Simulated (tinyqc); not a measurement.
# p-n diode with diffusion and depletion-layer recombination: two studies

Abrupt junction in the depletion approximation, low injection, full ionisation, neutral widths fixed, ohmic contact on the p side. Vj is the junction voltage; where a series resistance Rs is given, V = Vj + J Rs is the terminal voltage.

Values chosen for this exercise; band and dielectric values close to those of silicon: temperature T = 300 K; band gap Eg = 1.14 eV; relative permittivity eps_r = 11.7; conduction-band density of states at T Nc = 2.75e19 cm^-3; valence-band density of states at T Nv = 2.66e19 cm^-3; acceptor density Na = 9.9e17 cm^-3; donor density Nd = 6.6e17 cm^-3; electron mobility in the p side mun = 250 cm^2/(V s); hole mobility in the n side mup = 140 cm^2/(V s); electron lifetime tn = 2e-6 s; hole lifetime tp = 9e-9 s; neutral width of the p side wp = 1.1 um; neutral width of the n side wn = 1.5 um; recombination velocity at the n contact Sp = 3000 cm/s; series resistance Rs = 0.00011 ohm cm^2; trap level above the intrinsic level Et = 0 eV; junction voltage at which recombination is evaluated Vj = 0.35 V.

Constants: q = 1.602176634e-19 C, kB = 1.380649e-23 J/K, Vt = kB T/q, eps0 = 8.8541878128e-14 F/cm where lengths are in cm. Results are converted to the units shown.

Each table varies one quantity; the others keep the values above.

## Currents and ideality against junction voltage

ni = sqrt(Nc Nv) exp(-Eg/(2 Vt)), Eg in volts; D = mu Vt; Ln = sqrt(Dn tn), Lp = sqrt(Dp tp); J0n = q ni^2 Dn coth(wp/Ln)/(Ln Na); J0p = (q ni^2 Dp/(Lp Nd)) (s + tanh(wn/Lp))/(1 + s tanh(wn/Lp)), s = Sp Lp/Dp. J_diff = (J0n + J0p)(exp(Vj/Vt) - 1). Vbi = Vt ln(Na Nd/ni^2), W = sqrt(2 eps0 eps_r (Vbi - Vj)(1/Na + 1/Nd)/q), xp = W Nd/(Na + Nd), xn = W Na/(Na + Nd); u(x) = q Na (x + xp)^2/(2 eps0 eps_r) for x < 0 and Vbi - Vj - q Nd (xn - x)^2/(2 eps0 eps_r) for x > 0; p = Na exp(-u/Vt), n = Nd exp((u - Vbi + Vj)/Vt); U = ni^2 (exp(Vj/Vt) - 1)/(tp (n + ni exp(Et/Vt)) + tn (p + ni exp(-Et/Vt))); J_scr = q times the integral of U from -xp to xn. J = J_diff + J_scr. Ideality = (1/Vt) dVj/d ln J or (1/Vt) dV/d ln J; last column ni^2 exp(Vj/Vt)/N^2.

Currents and ideality against junction voltage:

| Vj (V) | J_diff (A/cm^2) | J_scr (A/cm^2) | J (A/cm^2) | V (V) | ideality against Vj | ideality against V | minority/doping, lighter side |
|---|---|---|---|---|---|---|---|
| 0.24 | 7.325e-9 | 1.448e-7 | 1.521e-7 | 0.2400 | 1.764 | 1.764 | 1.276e-12 |
| 0.31 | 1.098e-7 | 6.206e-7 | 7.304e-7 | 0.3100 | 1.657 | 1.657 | 1.913e-11 |
| 0.38 | 1.647e-6 | 2.627e-6 | 4.274e-6 | 0.3800 | 1.401 | 1.401 | 2.869e-10 |
| 0.45 | 2.470e-5 | 1.124e-5 | 3.594e-5 | 0.4500 | 1.168 | 1.168 | 4.302e-9 |
| 0.52 | 3.704e-4 | 4.926e-5 | 4.196e-4 | 0.5200 | 1.056 | 1.056 | 6.450e-8 |
| 0.59 | 0.005554 | 2.245e-4 | 0.005778 | 0.5900 | 1.017 | 1.017 | 9.672e-7 |
| 0.66 | 0.08328 | 0.001080 | 0.08436 | 0.6600 | 1.005 | 1.006 | 1.450e-5 |
| 0.73 | 1.249 | 0.005349 | 1.254 | 0.7301 | 1.002 | 1.007 | 2.175e-4 |
| 0.8 | 18.73 | 0.02019 | 18.75 | 0.8021 | 1.001 | 1.080 | 0.003261 |

The ideality against Vj falls from 1.76 to 1.00. Diffusion overtakes recombination in the layer between Vj = 0.38 and 0.45 V. J_scr alone has an ideality of 1.86 between the first two rows and 2.04 between the last two.

## Effect of the donor density

Same model as above.

J = J_diff + J_scr.

The same in every row: J0n (A/cm^2) = 4.913e-13; wn/Lp = 0.8311.

Results:

| Nd (cm^-3) | J0p (A/cm^2) | J_diff (A/cm^2) | J_scr (A/cm^2) | J_scr/J (%) |
|---|---|---|---|---|
| 1e15 | 1.251e-10 | 9.521e-5 | 7.520e-5 | 44.13 |
| 4.2e15 | 2.979e-11 | 2.295e-5 | 2.864e-5 | 55.51 |
| 7.4e16 | 1.691e-12 | 1.654e-6 | 4.930e-6 | 74.88 |
| 3.1e17 | 4.035e-13 | 6.784e-7 | 2.165e-6 | 76.14 |
| 1.3e18 | 9.623e-14 | 4.454e-7 | 9.884e-7 | 68.94 |
| 5.5e18 | 2.275e-14 | 3.897e-7 | 8.896e-7 | 69.54 |

Estimate the missing row, Nd = 1.8e16 cm^-3.

Computed row:

| Nd (cm^-3) | J0p (A/cm^2) | J_diff (A/cm^2) | J_scr (A/cm^2) | J_scr/J (%) |
|---|---|---|---|---|
| 1.8e16 | 6.950e-12 | 5.641e-6 | 1.145e-5 | 66.99 |

With this row back in the table: As Nd goes from 1e15 to 5.5e18, J0p falls from 1.25e-10 to 2.27e-14 A/cm^2, J_scr falls from 7.52e-5 to 8.90e-7 A/cm^2 and its share moves up and down between 44.1 and 76.1 %. J0p goes as Nd^(-1.00) at the start and Nd^(-1.00) at the end.

Numbers from tinyqc (`OMP_NUM_THREADS=1 python tinyqc.py 2260049 2260050 out.jsonl`; about 0.01 s on one thread of a shared Intel Xeon 2.30GHz).
